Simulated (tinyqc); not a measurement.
## Thermionic-field emission through a Schottky barrier, WKB: effect of temperature

Metal on an n-type semiconductor with one parabolic valley; V > 0 is forward bias (metal positive). Energies E are counted from the conduction edge of the neutral semiconductor, whose Fermi level lies at -xi; that of the metal lies at -xi - V. The barrier is a parabola of height Vd = phi - xi - V (depletion approximation, no image force).

Nc = 2 (2 pi me m0 kB T/h^2)^1.5 (times 1e-6 for cm^-3); Nd = Nc F12(-xi/Vt), F12(x) = (2/sqrt(pi)) int_0^infinity sqrt(u)/(1 + exp(u - x)) du; E00 = (hbar/2) sqrt(Nd/(me m0 eps0 eps_r)) in SI units (volts). For E < Vd, ln T(E) = -(Vd/E00) [sqrt(1 - y) - y ln((1 + sqrt(1 - y))/sqrt(y))], y = E/Vd; T(E) = 1 above. J = A* T (q/kB) int_0^infinity T(E) N(E) dE, N = ln[(1 + exp((-xi - E)/Vt))/(1 + exp((-xi - V - E)/Vt))], A* = 4 pi q me m0 kB^2/h^3 (times 1e-4 for A/(cm^2 K^2)). The integral is converged to the digits shown; the share over the barrier is that of E > Vd, and 0 means below 1e-6 %. phi is held fixed. By a common rule of thumb, E00/Vt below 0.5 marks thermionic emission, 0.5 to 5 thermionic-field emission and above 5 field emission.

Inputs (values chosen for the exercise); band and dielectric values close to those of indium phosphide: electron mass me = 0.0795 m0; relative permittivity eps_r = 12.3; barrier height seen from the metal phi = 0.44 eV; donor density Nd = 2.1e18 cm^-3; bias V = 0.078 V.

Constants: q = 1.602176634e-19 C, kB = 1.380649e-23 J/K, eps0 = 8.8541878128e-12 F/m, hbar = 1.054571817e-34 J s, h = 6.62607015e-34 J s, m0 = 9.1093837015e-31 kg, Vt = kB T/q. Results are converted to the units shown.

Result of one run:

| E00/Vt | J (A/cm^2) | share over the barrier (%) | mean E/Vd |
|---|---|---|---|
| 5.262 | 11.22 | 0 | 0.1219 |

Which temperature T gave this result: 60, 200, 250, 400 or 500 K?

T = 60 K.

The whole series:

| T (K) | E00/Vt | J (A/cm^2) | share over the barrier (%) | mean E/Vd |
|---|---|---|---|---|
| 60 | 5.262 | 11.22 | 0 | 0.1219 |
| 100 | 3.157 | 15.21 | 0 | 0.1436 |
| 150 | 2.105 | 27.24 | 0 | 0.1916 |
| 200 | 1.579 | 58.75 | 4.86e-4 | 0.2637 |
| 250 | 1.263 | 141.5 | 0.0207 | 0.3514 |
| 300 | 1.052 | 348.9 | 0.194 | 0.4403 |
| 400 | 0.7893 | 1814 | 2.07 | 0.5874 |
| 500 | 0.6315 | 6833 | 6.56 | 0.6894 |

J rises from 11.2 to 6830 A/cm^2, and the mean E/Vd rises from 0.122 to 0.689, as E00/Vt falls from 5.26 (field emission) to 0.631 (thermionic-field emission). Between the first two rows J changes by a factor of 1.36, between the last two by 3.77.

Range of the model: The depletion approximation, a parabolic band and the neglect of image-force lowering make these currents estimates at high doping.

Program tinyqc, `OMP_NUM_THREADS=1 python tinyqc.py 2640164 2640165 out.jsonl`; Intel Xeon 2.30GHz, shared host, one thread, about 0.05 s.
